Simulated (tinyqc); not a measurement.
# Thin film between two gates, subbands and threshold shift from confinement: effects of single changes

Undoped body with a flat potential across it, hard walls, transport along x. Three valley pairs (g = 2 each) with the longitudinal mass along x, y or z. Non-parabolicity enters the subband edges through E (1 + al E) = gamma, so E = 2 gamma/(1 + sqrt(1 + 4 al gamma)); motion within a subband is taken as parabolic with the band-edge mass. Energies are counted from the bulk band edge.

Parameters, values chosen for the exercise; masses close to those of silicon:
- T = 77 K (temperature)
- ml = 0.908 m0 (longitudinal mass)
- mt = 0.191 m0 (transverse mass)
- al = 0.5 1/eV (non-parabolicity)
- t = 8.1 nm (film thickness (along z))
- dl = 0 nm (widening of the box by penetration into the insulator)
- Cg = 3.1 uF/cm^2 (gate capacitance per area of interface)

Constants: q = 1.602176634e-19 C, kB = 1.380649e-23 J/K, hbar = 1.054571817e-34 J s, m0 = 9.1093837015e-31 kg, Vt = kB T/q, hbar^2/(2 m0) = 0.0380998212 eV nm^2. Results are converted to the units shown.

Each table varies one quantity; the others keep the values above.

## Confinement against the film thickness

gamma = C (pi k/(t + dl))^2/mz, C = hbar^2/(2 m0). Each subband has N_k = g sqrt(mx my) m0 kB T/(pi hbar^2); without degeneracy n = exp(EF/Vt) sum N_k exp(-E_k/Vt). Classical value Nc times t, Nc = sum over valleys of 2 g (m m0 kB T/(2 pi hbar^2))^1.5 with m = (mx my mz)^(1/3). Threshold shift dVT = Vt ln(classical value/sum N_k exp(-E_k/Vt)). With degeneracy n = sum N_k F((EF - E_k)/Vt), F(x) = ln(1 + exp(x)); gate: Vg = EF + q n/(Cg P), P = 2 (both faces), summed over the 60 lowest subbands at most, with Vg counted from the value that would put EF at the bulk band edge of an empty body. The last two columns are for Vg = 0.5 V; sensitivity d(dVT)/dt by central differences between 0.99 and 1.01 times the value.

Result of one run:

| t (nm) | E_1 (meV) | gap to the next edge (meV) | dVT (mV) | sensitivity (mV/nm) | n/P (cm^-2) | share of the lowest subband (%) |
|---|---|---|---|---|---|---|
| 2 | 98.67 | 253.5 | 96.04 | -90.93 | 6.250e12 | 100.0 |

What becomes of these results when the film thickness (along z) t is changed from 2 to 2.7 nm, all else the same?

Result of the changed run:

| t (nm) | E_1 (meV) | gap to the next edge (meV) | dVT (mV) | sensitivity (mV/nm) | n/P (cm^-2) | share of the lowest subband (%) |
|---|---|---|---|---|---|---|
| 2.7 | 55.28 | 150.7 | 54.64 | -37.43 | 6.925e12 | 100.0 |

The whole series:

| t (nm) | E_1 (meV) | gap to the next edge (meV) | dVT (mV) | sensitivity (mV/nm) | n/P (cm^-2) | share of the lowest subband (%) |
|---|---|---|---|---|---|---|
| 2 | 98.67 | 253.5 | 96.04 | -90.93 | 6.250e12 | 100.0 |
| 2.7 | 55.28 | 150.7 | 54.64 | -37.43 | 6.925e12 | 100.0 |
| 3.6 | 31.46 | 89.09 | 32.73 | -15.37 | 7.371e12 | 94.80 |
| 4.7 | 18.57 | 53.80 | 21.61 | -6.433 | 8.022e12 | 66.44 |
| 6.3 | 10.38 | 30.52 | 15.21 | -2.480 | 8.573e12 | 43.35 |
| 8.4 | 5.852 | 17.36 | 11.32 | -1.529 | 8.899e12 | 30.72 |
| 11 | 3.417 | 10.18 | 7.931 | -1.061 | 9.089e12 | 23.66 |
| 15 | 1.839 | 5.497 | 4.977 | -0.4861 | 9.238e12 | 18.14 |
| 20 | 1.035 | 3.098 | 3.343 | -0.2186 | 9.350e12 | 13.91 |

As t grows from 2 to 20 nm, E_1 falls from 98.7 to 1.03 meV and dVT falls from 96.0 to 3.34 mV. E_1 goes as t^(-1.93) at the thin end (-2 for a parabolic band without penetration); a thickness error of 0.2 nm moves the threshold by 18 mV in the first row and 0.044 mV in the last. The charge per interface area rises from 6.25e12 to 9.35e12 cm^-2. For t = 2, 2.7 the body is too thin for bulk effective masses to be reliable. In every row the charge in the last two columns would bend the potential across the body noticeably, which is left out.

## Charge and subband filling against gate voltage

Same model as above.

Each subband has N_k = g sqrt(mx my) m0 kB T/(pi hbar^2). Cq = q dn/dEF.

Charge and subband filling against gate voltage:

| Vg (V) | EF - E_1 (eV) | n (cm^-2) | n/P (cm^-2) | share of the lowest subband (%) | Cq/(Cg P) | total C/(Cg P) |
|---|---|---|---|---|---|---|
| -0.14 | -0.1463 | 335.6 | 167.8 | 83.93 | 1.307e-9 | 1.307e-9 |
| -0.02 | -0.02686 | 2.187e10 | 1.094e10 | 83.82 | 0.08456 | 0.07796 |
| 0.11 | 0.01307 | 3.507e12 | 1.754e12 | 63.41 | 8.060 | 0.8896 |
| 0.23 | 0.02269 | 7.779e12 | 3.889e12 | 46.98 | 15.33 | 0.9388 |
| 0.36 | 0.02949 | 1.255e13 | 6.273e12 | 37.61 | 20.65 | 0.9538 |
| 0.48 | 0.03467 | 1.699e13 | 8.495e12 | 32.59 | 23.56 | 0.9593 |
| 0.61 | 0.03975 | 2.182e13 | 1.091e13 | 29.08 | 25.49 | 0.9623 |
| 0.73 | 0.04417 | 2.630e13 | 1.315e13 | 26.81 | 26.75 | 0.9640 |
| 0.86 | 0.04876 | 3.115e13 | 1.557e13 | 24.98 | 27.84 | 0.9653 |

What does the comparison show?

EF passes E_1 = 0.00629 eV at Vg = 0.0304 V. The share of the lowest subband falls from 83.9 to 25.0 % and the total capacitance rises from 1.31e-9 to 0.965 of Cg P. In the last row 3.5 % of an added gate voltage goes into raising EF (from the last two rows). For Vg = 0.11, 0.23, 0.36, 0.48, 0.61, 0.73, 0.86 the charge would bend the potential across the body noticeably, which is left out.

Computed by the program tinyqc: `OMP_NUM_THREADS=1 python tinyqc.py 2350018 2350019 out.jsonl`, one thread of a shared Intel Xeon 2.30GHz, about 0.06 s for the whole run.
